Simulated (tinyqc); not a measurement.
Comparisons within one model: temperature and isotope dependence of a band gap in oscillator models. A value that a table varies takes the place of the one given here.

E(T) = E0 - sum_i sl_i th_i n_i(T), n = 1/(exp(th/T) - 1). The same coupling lowers the gap at 0 K by the zero-point term ZP = sum_i sl_i th_i/2, so the gap of the static lattice is E0 + ZP. Thermal expansion is taken as part of the slopes.

Two-parameter forms are made to pass through the falls at the two temperatures T12: Varshni aV T^2/(T + bV), from the line T^2/fall = (T + bV)/aV; one oscillator s1 t1/(exp(t1/T) - 1), with t1 from the ratio of the falls.

Constants: kB = 8.617333262e-05 eV/K; hbar^2/2m0 = 3.80998211 eV angstrom^2.

Values chosen for the exercise (near those of InAs; shifted at random, so the results belong to these values and not to a real crystal): E0 = 0.418 eV (gap at 0 K); th = (49, 197) K (temperatures of two oscillators); sl = (0.103, 0.183) meV/K (their high-temperature slopes); T12 = (120, 240) K (temperatures of the fits); mm = 0.09 m0 (geometric mean of the density-of-states masses); T = 300 K (temperature).

## How far the fits carry

Falls of the gap from E0, and errors of the two fits against the model.

Results:
```
T (K),fall (meV),Varshni - model (meV),one oscillator - model (meV),fall/ZP
20,0.48,0.38,-0.42,0.023
50,3.75,0.74,-0.79,0.182
100,13.82,0.25,-0.14,0.673
200,39.67,-0.29,0.10,1.930
300,67.28,0.84,-0.23,3.274
400,95.38,2.98,-0.72,4.641
600,152.07,8.82,-1.89,7.400
800,209.02,15.66,-3.14,10.172
```

How do the results move?

Below the first fit point the largest errors are +0.74 meV (Varshni, 50 K, on a fall of 3.75 meV) and -0.79 meV (one oscillator, 50 K); a T^2 law cannot freeze out; a single oscillator misses the soft modes. At 800 K, beyond the second fit point, they are +15.7 and -3.1 meV, so the oscillator extrapolates better here. The thermal fall equals ZP between 100 and 200 K.

## What the shift does to the intrinsic density

ni = 2 (mm kT/(4 pi c))^(3/2) exp(-E/2kT), c = hbar^2/2m0, with E(T) and with E0; 1 angstrom^-3 = 1e24 cm^-3. Apparent gap from an Arrhenius plot of ni/T^(3/2): E(T) - T dE/dT, dE/dT = -sum sl_i (th_i/T)^2 n_i (1 + n_i).

Results:
```
T (K),E(T) (eV),ni (cm^-3),ni with E(T) / ni with E0,apparent gap (eV)
200,0.3783,6.31e+12,3.161,0.4326
250,0.3646,1.09e+14,3.452,0.4337
300,0.3507,7.67e+14,3.674,0.4345
350,0.3367,3.21e+15,3.848,0.4351
400,0.3226,9.68e+15,3.989,0.4355
500,0.2943,4.79e+16,4.200,0.4361
700,0.2375,3.37e+17,4.465,0.4368
```

What does this show, and why?

Using E0 in place of E(T) understates ni by a factor that rises from 3.16 to 4.47, towards exp(sum sl/2kB) = 5.3. The slope of an Arrhenius plot returns neither E(T) nor E0 but the intercept of the tangent, 0.4345 eV at 300 K, which lies 17 meV above E0 and tends to the static gap 0.4385 eV.

## What each parameter does

Gap at T, slope -sum sl_i (th_i/T)^2 n_i (1 + n_i) and ZP. Each row changes one parameter from the base and keeps the others.

Results:
```
case,E(T) (eV),dE/dT (meV/K),ZP (meV)
base,0.3507,-0.2793,20.55
T = 340 K,0.3395,-0.2808,20.55
E0 = 0.428 eV,0.3607,-0.2793,20.55
"th = (49, 236) K",0.3534,-0.2766,24.12
"sl = (0.1339, 0.183) meV/K",0.3422,-0.3102,21.31
```

What can be read from the table?

The largest shifts from the base row, up to three for each result and ties (the steps differ in size, so this ranks the rows, not the parameters). E(T) (eV): T -0.0112, E0 +0.0100, sl -0.0085. dE/dT (meV/K): sl -0.0308, th +0.0027, T -0.0015; unchanged at the printed digits by E0. ZP (meV): th +3.57, sl +0.76; unchanged at the printed digits by T and E0.

(tinyqc, `OMP_NUM_THREADS=1 python tinyqc.py 1880786 1880787 out.jsonl`, Intel(R) Xeon(R) Processor @ 2.30GHz, 1 thread, shared host, about 0.01 s.)
